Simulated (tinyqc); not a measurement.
Front-illuminated p-i-n photodiode, quantum efficiency and bandwidth: two steps of the calculation.

Light enters through a p layer (0 to xp), a depleted layer (xp to xp + wi) and a thick n substrate, decaying as exp(-al x); one pass, no back reflection. Carriers made in the depleted layer are all collected; those in the neutral layers diffuse.

Inputs (values chosen for the exercise); values close to those of In0.53Ga0.47As at this wavelength:
- lam = 1550 nm (wavelength)
- al = 7310 1/cm (absorption coefficient)
- Rf = 0.05 (reflectance of the front face)
- eps_r = 13.4 (relative permittivity)
- xp = 0.11 um (thickness of the front p layer)
- wi = 1.9 um (thickness of the depleted layer)
- Dn = 100 cm^2/s (electron diffusion coefficient in the p layer)
- Ln = 6.5 um (electron diffusion length in the p layer)
- S = 9e6 cm/s (recombination velocity of the front surface)
- Lp = 3.9 um (hole diffusion length in the thick n substrate)
- ve = 6.97e6 cm/s (electron drift velocity)
- vh = 5.06e6 cm/s (hole drift velocity)
- dia = 140 um (diameter)
- RL = 50 ohm (load resistance)
- Cp = 5 fF (parasitic capacitance)
- f = 9.5 GHz (modulation frequency)

Constants: q = 1.602176634e-19 C, h = 6.62607015e-34 J s, c = 299792458 m/s, eps0 = 8.8541878128e-14 F/cm where lengths are in cm. Results are converted to the units shown.

Problem 1. Quantum efficiency. k = al Ln, s = S Ln/Dn, e = exp(-al xp); front layer f1 = (k/(k^2 - 1)) {[s + k - e (s cosh(xp/Ln) + sinh(xp/Ln))]/[s sinh(xp/Ln) + cosh(xp/Ln)] - k e}; depleted layer f2 = e (1 - exp(-al wi)); substrate f3 = e exp(-al wi) al Lp/(1 + al Lp); external efficiency (1 - Rf)(f1 + f2 + f3); responsivity = efficiency q lam/(h c).

Give: s; f1; f2; f3; external efficiency; responsivity.

Solution 1.

s = 58.50
f1 = 0.05778
f2 = 0.6927
f3 = 0.1703
external efficiency = 0.8747
responsivity = 1.094 A/W

The front layer absorbs 7.73 % of the light that enters and collects 74.8 % of that. Diffusion from the neutral layers makes up 24.8 % of the current.

Problem 2. Response at one frequency. Drift response for pairs made in the depleted layer, a = al wi, g = 1 - exp(-a), u = 2 pi i f, te = wi/ve, th = wi/vh: electrons He = [g - a (exp(-a) - exp(-u te))/(u te - a)]/(u te g), holes Hh = [g - a (1 - exp(-a - u th))/(a + u th)]/(u th g); C = eps0 eps_r pi (dia/2)^2/wi + Cp; total |He + Hh|/sqrt(1 + (2 pi f RL C)^2), for the current of the depleted layer alone.

Find: te; th; He; Hh; |He + Hh|; C; total response.

Solution 2.

te = 27.260 ps
th = 37.549 ps
He = 0.46812-0.31641i
Hh = 0.27514-0.20371i
|He + Hh| = 0.90717
C = 966.27 fF
total response = 0.29721

The drift response alone falls to 1/sqrt(2) at 17.9 GHz and the RC term alone at 3.29 GHz; together they give 3.22 GHz for this part of the current; the diffusion currents, left out, respond on their own time scales.

Program tinyqc, `OMP_NUM_THREADS=1 python tinyqc.py 2250105 2250106 out.jsonl`; Intel Xeon 2.30GHz, shared host, one thread, about 0.01 s.
